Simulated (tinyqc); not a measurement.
Levels against anisotropy: donor in an ellipsoidal valley (Kohn-Luttinger variational method). Computed by tinyqc, a small Python program. Command: `OMP_NUM_THREADS=1 python tinyqc.py 3015356 3015357 out.jsonl kohnlutt walk`. One thread of a shared host (Intel(R) Xeon(R) Processor @ 2.30GHz), about 0.04 s of CPU time with the checks.

H = -(d^2/dx^2 + d^2/dy^2) - gamma d^2/dz^2 - 2/r in units built on m_t, with gamma = m_t/m_l and z along the valley axis. One valley; no valley-orbit or central-cell term.

Inputs (values chosen for the exercise, modelled on diamond): transverse mass m_t = 0.347 m_0; longitudinal mass m_l = 1.54 m_0; dielectric constant eps = 5.63.

Constants: Ry = 13.605693123 eV; a_0 = 0.529177210903 angstrom.

Method:
- Ry* = Ry m_t/eps^2, a* = a_0 eps/m_t, gamma = m_t/m_l.
- Trial function exp(-sqrt((x^2 + y^2)/a^2 + z^2/b^2)) with beta = b/a < 1: E = t/a^2 - u/a, t = (2 + gamma/beta^2)/3, u = 2 arcsin(sqrt(1 - beta^2))/sqrt(1 - beta^2); the best a is 2 t/u and E(beta) = -u^2/(4 t).
- The trial energy is minimised over beta by golden section from 0.05 to 0.999, 60 steps.
- Gaussian basis: g = P exp(-al (x^2 + y^2) - be z^2) with P = 1 (s-like), z (2p0) or x (2p+-); al = 0.004 x 2.6^k, k = 0..11, and be/al = 1, gamma^(-1/2) or 1/gamma (36 functions); 1/r = (2/sqrt(pi)) int exp(-t^2 r^2) dt by 48 Gauss-Legendre points after t = sqrt(al_i + al_j) tan(theta); overlap eigenvalues below 1e-10 are dropped.

gamma = 0.225325

Binding energies (Ry*):
```
gamma  1s, trial  1s, Gaussians      2p0     2p+-
0.056     2.0495         2.0600  0.98421  0.36526
0.110     1.8034         1.8085  0.76054  0.34431
0.230     1.5275         1.5292  0.54960  0.31697
0.340     1.3820         1.3828  0.45401  0.30064
0.370     1.3508         1.3514  0.43486  0.29696
0.610     1.1701         1.1702  0.33277  0.27410
0.860     1.0508         1.0508  0.27341  0.25748
```

What does the comparison show, and why?

As gamma falls from 0.86 to 0.056, 1s deepens from 1.051 to 2.060 Ry*, on the way from the hydrogen value 1 to the two-dimensional limit 4; 2p+- moves from 0.257 to 0.365 (limits 1/4 and 4/9), while 2p0 climbs from 0.273 to 0.984 and joins 1s as gamma tends to 0. Near gamma = 1 the trial function is almost exact and can pass the Gaussian basis, whose own error is about 3e-5 Ry*. Caution: a* is only a few bond lengths, so central-cell and valley-orbit terms are large.

Extremes, crossings and ranges named in words are read from the listed rows.
